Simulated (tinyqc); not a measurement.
## Band offsets from two capacitances

Problem. A p-n heterojunction (1: p-type, 2: n-type) in the depletion approximation obeys 1/C^2 = 2 (er1 N1 + er2 N2)(Vbi - V)/(q eps0 er1 er2 N1 N2), with Vbi = dEc + Eg1 - Vt ln(Nc2 Nv1/(N1 N2)), dEc = Ec2 - Ec1 and dEv = Eg2 - Eg1 - dEc. Find N2, Vbi, dEc and dEv.

Inputs (values chosen for the exercise); band and dielectric values those of a made-up pair: temperature T = 300 K; band gap of material 1 Eg1 = 1.04 eV; relative permittivity of material 1 er1 = 13.2; valence-band density of states of material 1 Nv1 = 9.73e18 cm^-3; band gap of material 2 Eg2 = 1.18 eV; relative permittivity of material 2 er2 = 10.1; conduction-band density of states of material 2 Nc2 = 2.54e19 cm^-3; acceptor density of material 1 N1 = 2.4e17 cm^-3.

Constants: q = 1.602176634e-19 C, kB = 1.380649e-23 J/K, Vt = kB T/q, eps0 = 8.8541878128e-14 F/cm where lengths are in cm. Results are converted to the units shown.

C at V = -0.6 and -4.8 V (nF/cm^2): 66.644059  32.529351

Solution. The slope of 1/C^2 against -V is (2/(q eps0)) (1/(er2 N2) + 1/(er1 N1)), which gives N2; the intercept is Vbi, and the offsets follow.

N2 = 1.10e17 cm^-3
Vbi = 0.714 V
dEc = -0.0900 eV
dEv = 0.230 eV

Computed by the program tinyqc: `OMP_NUM_THREADS=1 python tinyqc.py 2040116 2040117 out.jsonl`, one thread of a shared Intel Xeon 2.30GHz, about 0.03 s for the whole run.
